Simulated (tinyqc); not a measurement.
Solid solubility of a dopant against its melt (retrograde solidus), clustering and the electrically active fraction. Inputs raised by 10 %, one at a time. Computed by tinyqc, a small Python program. Command: `OMP_NUM_THREADS=1 python tinyqc.py 3024773 3024774 out.jsonl retro sens`. One thread of a shared host (Intel(R) Xeon(R) Processor @ 2.30GHz), about 0.04 s of CPU time with the checks.

Inputs (values chosen for the exercise, for a model dopant):

| quantity | value | unit |
|---|---|---|
| melting point of the host T_m | 1687 | K |
| heat of melting of the host H_f | 50.2 | kJ/mol |
| interaction L of the melt | 12 | kJ/mol |
| enthalpy of transfer from melt to solid H | 0.842 | eV |
| entropy of transfer S | -4.64 | k_B |
| site density N0 | 5e+22 | 1/cm^3 |
| temperature T | 1470 | K |

Constants: R = 8.314462618 J/(mol K); k_B = 8.617333262e-05 eV/K; e = 1.602176634e-19 C; N_A = 6.02214076e+23 1/mol.

Method. x_l and x_s are atom fractions of the dopant in melt and solid; the solid is dilute. Liquidus of the host: R T ln(1 - x_l) + L x_l^2 = -H_f (1 - T/T_m). Distribution: k = x_s/x_l = exp[L (1 - x_l)^2/(R T)] exp(S/k_B - H/(k_B T)), the first factor being the activity coefficient in the melt. Solubility = x_s N0; at T_m x_l = 0. The largest x_s N0 between 900 K and T_m. For an ideal melt with constant heats the maximum has x_l = H_f/(H + H_f), H in the same units.

Runs:

| input moved | from | to | solubility (1/cm^3) | distribution coefficient k | temperature of the maximum (K) | largest solubility (1/cm^3) |
|---|---|---|---|---|---|---|
| base run | - | - | 4.295e+17 | 1.500e-05 | 1531 | 4.619e+17 |
| interaction L of the melt (kJ/mol) | 12 | 13.2 | 4.472e+17 | 1.489e-05 | 1536 | 4.885e+17 |
| enthalpy of transfer from melt to solid H (eV) | 0.842 | 0.9262 | 2.209e+17 | 7.714e-06 | 1540 | 2.445e+17 |
| entropy of transfer S (k_B) | -4.64 | -5.104 | 2.700e+17 | 9.429e-06 | 1531 | 2.905e+17 |
| heat of melting of the host H_f (kJ/mol) | 50.2 | 55.22 | 4.453e+17 | 1.452e-05 | 1537 | 4.858e+17 |
| temperature T (K) | 1470 | 1617 | 3.507e+17 | 4.282e-05 | 1531 | 4.619e+17 |

Exponents ln(y'/y) / ln(x'/x):

| input | solubility | distribution coefficient k | temperature of the maximum | largest solubility |
|---|---|---|---|---|
| interaction L of the melt | 0.426 | -0.074 | 0.034 | 0.587 |
| enthalpy of transfer from melt to solid H | -6.974 | -6.974 | 0.056 | -6.676 |
| entropy of transfer S | -4.868 | -4.868 | 0.000 | -4.868 |
| heat of melting of the host H_f | 0.380 | -0.342 | 0.037 | 0.527 |
| temperature T | -2.127 | 11.008 | 0.000 | 0.000 |

Which inputs matter most for each result?

Among the inputs moved here: solubility answers most in size to enthalpy of transfer from melt to solid H (exponent -6.974), next to entropy of transfer S (-4.868). Distribution coefficient k answers most in size to temperature T (exponent +11.008), next to enthalpy of transfer from melt to solid H (-6.974). Temperature of the maximum answers most in size to enthalpy of transfer from melt to solid H (exponent +0.056), next to heat of melting of the host H_f (+0.037); its exponent is below 0.0005 for entropy of transfer S, temperature T. Its exponent 0.000 in entropy of transfer S: a constant factor does not move the maximum. Largest solubility answers most in size to enthalpy of transfer from melt to solid H (exponent -6.676), next to entropy of transfer S (-4.868); its exponent is below 0.0005 for temperature T.

Extremes, crossings and ranges named in words are read from the listed rows.
